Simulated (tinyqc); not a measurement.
Inside a calculation: electrons shared among three sets of ellipsoidal valleys. Values are carried at full precision from step to step, so a last printed digit may differ when a step is redone from the rounded ones.

Constants: hbar^2/2m0 = 3.80998211 eV angstrom^2; kB = 8.617333262e-05 eV/K.

Parameters, chosen for this exercise (masses and offsets near those of Ge; mobilities are free inputs, held fixed; the results hold for these values, not for the real material):
```
symbol  value                   unit        meaning
ml      (1.638, 0.04, 0.872)    m0          longitudinal masses of L, Gamma, Delta
mt      (0.0822, 0.04, 0.2045)  m0          transverse masses
M       (4, 1, 6)                           valleys in each set
T       200                     K
dE      (0, 0.15, 0.17)         eV          edges of L, Gamma, Delta above the first
n       7.3e+19                 1/cm^3      total electron density
mu      (4500, 21000, 1300)     cm^2/(V s)  mobility of each set
```

## Masses of each set

One valley: m_d = (ml mt^2)^(1/3). Whole set: m_de = M^(2/3) m_d. Mean over three axes: 1/m_c = (1/ml + 2/mt)/3. Anisotropy K = ml/mt.

m_d, m_de, m_c (m0) and K of each set:
```
set       m_d    m_de     m_c      K
L      0.2229  0.5616  0.1203  19.93
Gamma  0.0400  0.0400  0.0400   1.00
Delta  0.3316  1.0950  0.2746   4.26
```

m_de/m_c is 4.67 for L, 1.00 for Gamma, 3.99 for Delta: many anisotropic valleys give many states at a light conductivity mass. m_c is the mean over three axes; a set that holds only some of the equivalent valleys conducts with a mass that depends on direction.

## Effective densities of states

N_i = M_i times N = 2 (m kB T/(4 pi c))^(3/2) with c = hbar^2/2m0, in 1/angstrom^3; times 1e24 for 1/cm^3, with m = (ml mt^2)^(1/3).

kT = 0.017235 eV

N_i (1/cm^3): L 5.7481e+18, Gamma 1.0928e+17, Delta 1.5651e+19

## Fermi level and populations

F_j(eta) = (1/Gamma(j + 1)) integral_0^infinity x^j dx/(1 + exp(x - eta)), which tends to exp(eta) for eta << 0.

Solve n = sum_i N_i F_1/2((EF - dE_i)/kT), energies from the edge of the first set.

EF = 0.1106 eV

eta_i: L 6.42, Gamma -2.28, Delta -3.44

n_i (1/cm^3): L 7.25e+19, Gamma 1.08e+16, Delta 4.94e+17

shares: L 0.9931, Gamma 0.0001, Delta 0.0068

L holds most electrons (99.3 %). Boltzmann weights N_i exp(-dE_i/kT) would give Gamma a share of 0.0000.

## Drift and Hall mobility of the mixture

With f_i the shares, mu_drift = sum f_i mu_i; low-field Hall mobility mu_H = sum f_i mu_i^2/mu_drift (scattering and anisotropy factors set to 1); the Hall density is n mu_drift/mu_H; rho = 1/(e n mu_drift), e = 1.602176634e-19 C.

mu_drift = 4481 cm^2/(V s)
mu_H = 4505 cm^2/(V s)
Hall density = 7.26e+19 1/cm^3
rho = 1.91e-05 ohm cm

A Hall measurement would read 99.5 % of the true density. The mobilities are of the size met in pure crystals; at this density impurities would cut them and raise rho, by a factor of two to ten or more depending on crystal and density.

## Checks

- Share of Gamma at n = 1e10 1/cm^3 against the Boltzmann weight: both 3.156e-06.

Program tinyqc; command `OMP_NUM_THREADS=1 python tinyqc.py 1650883 1650884 out.jsonl`; about 0.01 s on one thread of a shared Intel(R) Xeon(R) Processor @ 2.30GHz.
